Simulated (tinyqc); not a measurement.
What moves transparency and gain: optical gain and spontaneous emission in a bulk direct-gap semiconductor.

Parabolic bands, vertical transitions, no excitons. For each hole band j: mr = me mj/(me + mj); joint density of states J_j(E) = (mr/c)^(3/2) sqrt(E - Eg)/(2 pi^2), both spins, c = hbar^2/2m0; averaged matrix element |e.p|^2 = m0 Ep/6; alpha_j(E) = 4 pi^2 alpha_f c Ep J_j/(3 nr E) in 1/angstrom (alpha_f the fine-structure constant, listed as alpha among the constants), times 1e8 for 1/cm.

F_j(eta) = (1/Gamma(j + 1)) integral_0^infinity x^j dx/(1 + exp(x - eta)), which tends to exp(eta) for eta << 0.

Quasi-Fermi levels: n = Nc F_1/2(Fc/kT) and p = Nv F_1/2(Fv/kT), Fc counted up from the conduction edge and Fv down from the valence edge; Nc, Nv from N = 2 (m kB T/(4 pi c))^(3/2) with c = hbar^2/2m0, in 1/angstrom^3; times 1e24 for 1/cm^3, with me and (mhh^(3/2) + mlh^(3/2))^(2/3).

For band j the electron sits at Ee = (E - Eg) mr/me above its edge and the hole at Eh = (E - Eg) mr/mj; fe = 1/(1 + exp((Ee - Fc)/kT)), fh = 1/(1 + exp((Eh - Fv)/kT)); gain g = sum_j alpha_j (fe + fh - 1).

Constants: hbar^2/2m0 = 3.80998211 eV angstrom^2; fine-structure constant alpha = 0.007297352564; kB = 8.617333262e-05 eV/K.

Values chosen for the exercise (near those of InP; shifted at random, so the results belong to these values and not to a real crystal): Eg = 1.326 eV (direct gap); me = 0.0781 m0 (electron mass); mhh = 0.571 m0 (heavy-hole mass); mlh = 0.0857 m0 (light-hole mass); Ep = 20.6 eV (Kane energy); nr = 3.36 (refractive index); T = 250 K; n = 1.3e+18 1/cm^3 (injected density, n = p).

Transparency is Fc + Fv = 0; the peak is the largest g over E at the density n (0 if none). Each row changes one parameter from the base and keeps the others.

Results:

| case | transparency density (1/cm^3) | Fc + Fv (eV) | peak gain (1/cm) |
|---|---|---|---|
| base | 1.16e+18 | 0.0075 | 37 |
| me = 0.0898 m0 | 1.33e+18 | -0.0012 | 0 |
| mhh = 0.343 m0 | 8.94e+17 | 0.0238 | 262 |
| Ep = 22.7 eV | 1.16e+18 | 0.0075 | 41 |
| T = 290 K | 1.45e+18 | -0.0078 | 0 |
| n = 1.69e+18 1/cm^3 | 1.16e+18 | 0.0256 | 224 |
| nr = 3.53 | 1.16e+18 | 0.0075 | 35 |

The largest shifts from the base row, up to three for each result and ties (the steps differ in size, so this ranks the rows, not the parameters). transparency density (1/cm^3): T +2.89e+17, mhh -2.65e+17, me +1.67e+17; unchanged at the printed digits by Ep, n and nr. Fc + Fv (eV): n +0.0182, mhh +0.0163, T -0.0153; unchanged at the printed digits by Ep and nr. peak gain (1/cm): mhh +225, n +187, me -37, T -37.

Run: tinyqc, `OMP_NUM_THREADS=1 python tinyqc.py 1650732 1650733 out.jsonl`; Intel(R) Xeon(R) Processor @ 2.30GHz, one thread, shared host; about 0.08 s of CPU time with all checks.
